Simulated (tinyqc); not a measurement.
# Off-state leakage of single and stacked transistors: two studies

n-channel devices of unit width. Subthreshold current I(Vg, Vs, Vd) = I0 (T/300 K)^0.5 exp[(Vg - Vs - VT(T) - gb (Vs - Vb) + dd (Vd - Vs))/(nf Vt)] (1 - exp(-(Vd - Vs)/Vt)), VT(T) = VT - cT (T - 300 K). Gate-edge tunnelling Ig (Vd/1 V) exp(ag (Vd - 1 V)), for a gate at 0 V, and band-to-band leakage Ab u exp(-Bb/u), u = Vd - Vb + 1 V, flow at a drain held at V; both are taken as independent of T. In a stack of off transistors (all gates at 0 V) the same subthreshold current passes through each.

Inputs (values chosen for the exercise); values of the order met in bulk silicon logic transistors:
```
symbol   value       unit                                             meaning
T          398          K                                         temperature
V          0.7          V                                      supply voltage
VT        0.26          V        threshold at 300 K, zero drain and body bias
cT         0.8       mV/K              fall of the threshold with temperature
I0         0.4      uA/um                       current at threshold at 300 K
nf         1.5                                                   slope factor
dd        0.07                                drain-induced lowering per volt
gb        0.11             rise of the threshold per volt of source-body bias
Ig      0.0007      uA/um                 gate-edge tunnelling current at 1 V
ag         5.3        1/V               exponential slope of the gate current
Ab          60  uA/(um V)      prefactor of band-to-band leakage at the drain
Bb          27          V                             its exponential voltage
Vb        -0.3          V                                        body voltage
```

Constants: q = 1.602176634e-19 C, kB = 1.380649e-23 J/K, Vt = kB T/q. Results are converted to the units shown.

Each table varies one quantity; the others keep the values above.

## Subthreshold current against the height of the stack

All n gates at 0 V, bottom source at 0 V, top drain at V; node voltages follow from equal currents.

Subthreshold current against the height of the stack:

| n | I (nA/um) | reduction factor | drain voltage of the bottom device (mV) | source voltage of the top device (mV) | voltage across the top device (V) |
|---|---|---|---|---|---|
| 1 | 18.428 | 1.0000 | 700.00 | 0 | 0.70000 |
| 2 | 5.8432 | 3.1537 | 50.076 | 50.076 | 0.64992 |
| 3 | 3.5476 | 5.1944 | 22.683 | 71.831 | 0.62817 |
| 4 | 2.5607 | 7.1963 | 14.931 | 86.043 | 0.61396 |
| 5 | 2.0078 | 9.1783 | 11.179 | 96.650 | 0.60335 |
| 6 | 1.6530 | 11.148 | 8.9506 | 105.13 | 0.59487 |

What does the table show?

The second transistor cuts the current by a factor of 3.15, the third by a further 1.65 and the sixth by 1.21. The top device keeps 85.0 % of the supply at n = 6, while the drain voltage of the bottom one falls to 0.261 Vt.

## Leakage components against the supply voltage

Same model as above.

One transistor with Vg = Vs = 0, Vd = V; stack factor I(one)/I(two in series).

Result of one run:

| V (V) | subthreshold (nA/um) | gate edge (nA/um) | band-to-band (nA/um) | total (nA/um) | stack factor | largest part |
|---|---|---|---|---|---|---|
| 1.1 | 31.76 | 1.308 | 1.873 | 34.94 | 4.730 | subthreshold |

What becomes of these results when the supply voltage V is changed from 1.1 to 0.6 V, all else the same?

Result of the changed run:

| V (V) | subthreshold (nA/um) | gate edge (nA/um) | band-to-band (nA/um) | total (nA/um) | stack factor | largest part |
|---|---|---|---|---|---|---|
| 0.6 | 16.08 | 0.05041 | 0.07680 | 16.21 | 2.876 | subthreshold |

The whole series:

| V (V) | subthreshold (nA/um) | gate edge (nA/um) | band-to-band (nA/um) | total (nA/um) | stack factor | largest part |
|---|---|---|---|---|---|---|
| 0.5 | 14.04 | 0.02473 | 0.03304 | 14.10 | 2.633 | subthreshold |
| 0.6 | 16.08 | 0.05041 | 0.07680 | 16.21 | 2.876 | subthreshold |
| 0.7 | 18.43 | 0.09992 | 0.1645 | 18.69 | 3.154 | subthreshold |
| 0.8 | 21.11 | 0.1940 | 0.3285 | 21.64 | 3.472 | subthreshold |
| 0.9 | 24.19 | 0.3708 | 0.6174 | 25.18 | 3.836 | subthreshold |
| 1 | 27.72 | 0.7000 | 1.101 | 29.52 | 4.253 | subthreshold |
| 1.1 | 31.76 | 1.308 | 1.873 | 34.94 | 4.730 | subthreshold |
| 1.2 | 36.39 | 2.425 | 3.060 | 41.87 | 5.274 | subthreshold |
| 1.3 | 41.69 | 4.462 | 4.821 | 50.97 | 5.896 | subthreshold |
| 1.4 | 47.77 | 8.165 | 7.355 | 63.29 | 6.606 | subthreshold |

As V goes from 0.5 to 1.4, the total leakage rises from 14.1 to 63.3 nA/um. The subthreshold part leads at V = 0.5 and in all other rows. The reduction by a stack of two rises from 2.63 to 6.61, for the subthreshold part alone. For V = 0.8, 0.9, 1, 1.1, 1.2, 1.3, 1.4 the gate is within about 3 nf Vt of threshold, where the exponential law overstates the current.

Program tinyqc, `OMP_NUM_THREADS=1 python tinyqc.py 2242101 2242102 out.jsonl`; Intel Xeon 2.30GHz, shared host, one thread, about 0.04 s.
